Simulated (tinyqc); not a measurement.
## Read current of a NAND string, cells in series solved by shooting: read current against the number of cells

Cells in series, numbered from 0 at the source line (0 V) to the bit line, each followed by a gap resistance Rg. A cell with gate Vg, threshold VT, source Vs and drain Vd passes I = 2 nf K Vt^2 [F(Vs) - F(Vd)]/(1 + th max(Vg - VT, 0)), F(V) = ln^2(1 + exp((Vg - VT - nf V)/(2 nf Vt))). The selected cell has Vg = Vr, the others Vg = Vp.

For a trial current I start at 0 V and, cell by cell, solve for the drain: sqrt(F(Vd)) = sqrt(F(Vs) - I/k), k = 2 nf K Vt^2/(1 + th max(Vg - VT, 0)), Vd = [Vg - VT - 2 nf Vt ln(exp(sqrt F) - 1)]/nf, then add I Rg. The string current is the I for which the last node reaches Vbl. The apparent threshold is the Vr at which I = Is. Background: all other cells erased (VT = Ve) or all in the highest state (VT = Vh); ratio and shift are high over erased and high minus erased. The selected cell is in the middle, cell n/2.

Values chosen for this exercise; values of the order met in vertical NAND strings:

| symbol | value | unit | meaning |
|---|---|---|---|
| T | 358 | K | temperature |
| K | 9 | uA/V^2 | gain factor of a cell |
| nf | 1.6 |  | slope factor |
| th | 0.1 | 1/V | mobility reduction factor |
| Rg | 4.2 | kohm | resistance of the gap between cells |
| Vbl | 0.7 | V | bit-line voltage |
| Vp | 7.1 | V | pass voltage |
| Ve | -1.3 | V | threshold of an erased cell |
| Vh | 4 | V | threshold of the highest state |
| Vx | 2.2 | V | threshold of the selected cell |
| Is | 10 | nA | sensing current |
| Vr | 3.31 | V | read voltage on the selected word line |

Constants: q = 1.602176634e-19 C, kB = 1.380649e-23 J/K, Vt = kB T/q. Results are converted to the units shown.

Result of one run:

| n | I, others erased (uA) | I, others high (uA) | ratio | apparent VT, erased (V) | apparent VT, high (V) | background shift (mV) |
|---|---|---|---|---|---|---|
| 16 | 1.020 | 0.6121 | 0.5998 | 2.185 | 2.188 | 2.900 |

What becomes of these results when the number of cells n is changed from 16 to 192, all else the same?

Result of the changed run:

| n | I, others erased (uA) | I, others high (uA) | ratio | apparent VT, erased (V) | apparent VT, high (V) | background shift (mV) |
|---|---|---|---|---|---|---|
| 192 | 0.1165 | 0.05847 | 0.5018 | 2.226 | 2.261 | 35.81 |

The whole series:

| n | I, others erased (uA) | I, others high (uA) | ratio | apparent VT, erased (V) | apparent VT, high (V) | background shift (mV) |
|---|---|---|---|---|---|---|
| 8 | 1.556 | 1.062 | 0.6825 | 2.183 | 2.185 | 1.449 |
| 16 | 1.020 | 0.6121 | 0.5998 | 2.185 | 2.188 | 2.900 |
| 32 | 0.6001 | 0.3295 | 0.5490 | 2.189 | 2.195 | 5.812 |
| 64 | 0.3282 | 0.1710 | 0.5212 | 2.196 | 2.208 | 11.72 |
| 96 | 0.2257 | 0.1155 | 0.5116 | 2.204 | 2.221 | 17.69 |
| 128 | 0.1720 | 0.08715 | 0.5067 | 2.211 | 2.235 | 23.68 |
| 192 | 0.1165 | 0.05847 | 0.5018 | 2.226 | 2.261 | 35.81 |

With erased neighbours the current falls from 1.56 to 0.117 uA, as n^(-0.61) between the first two rows and n^(-0.96) between the last two (-1 once the series resistance rules). The ratio falls from 0.682 to 0.502 and the background shift rises from 1.45 to 35.8 mV.

Program tinyqc, `OMP_NUM_THREADS=1 python tinyqc.py 2142085 2142086 out.jsonl`; Intel Xeon 2.30GHz, shared host, one thread, about 0.5 s.
